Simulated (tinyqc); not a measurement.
Stretching all distances: RHF, UHF, MP2, CISD and CCSD against full CI in the sto-3g basis, for HeH+, spin multiplicity 1. Computed by the program tinyqc with PySCF. All coordinates are multiplied by the scale. c0^2 is the weight of the RHF determinant in the lowest singlet FCI state (UHF is spin-contaminated and may lie near states of higher spin) and n(LUMO) the first natural occupation beyond the occupied space.

Geometry (angstrom):
```
atom,x,y,z
He,0.0000,0.0000,0.0000
H,0.0000,0.0000,0.7440
```

Full CI energy (hartree) and errors against it (kcal/mol):
```
scale,distance 1-2 (angstrom),E(FCI),RHF,UHF,MP2,CISD,CCSD,<S^2> UHF,c0^2,n(LUMO)
0.9800,0.7291,-2.840500,6.1560,6.1560,1.5512,0.0000,0.0000,0.0000,0.9955,0.0086
1.3900,1.0342,-2.858222,4.2598,4.2598,0.8108,0.0000,0.0000,0.0000,0.9957,0.0074
1.6000,1.1904,-2.846212,2.8012,2.8012,0.3402,0.0000,0.0000,0.0000,0.9969,0.0050
1.8000,1.3392,-2.834617,1.6241,1.6241,0.0504,0.0000,0.0000,0.0000,0.9981,0.0029
2.0000,1.4880,-2.825314,0.8220,0.8220,-0.0660,0.0000,0.0000,0.0000,0.9991,0.0015
2.2100,1.6442,-2.818418,0.3517,0.3517,-0.0742,0.0000,0.0000,0.0000,0.9996,0.0006
```

Estimate the missing row, scale = 1.18.

Computed row:
```
scale   distance 1-2 (angstrom)     E(FCI)     RHF     UHF     MP2    CISD    CCSD  <S^2> UHF    c0^2  n(LUMO)
1.1800                   0.8779  -2.862129  5.5298  5.5298  1.2889  0.0000  0.0000     0.0000  0.9952   0.0087
```

UHF stays equal to RHF over this range. The weight c0^2 goes from 1.00 to 1.00 and n(LUMO) from 0.01 to 0.00: one determinant still serves, as it does when a bond breaks into closed-shell fragments or is not yet far stretched. The spread of the error along the curve, which distorts its shape, is CISD 0.0, CCSD 0.0, MP2 1.6, RHF 5.8, UHF 5.8 kcal/mol. Below FCI somewhere: MP2, as non-variational methods may be. With two electrons CISD and CCSD are exact.
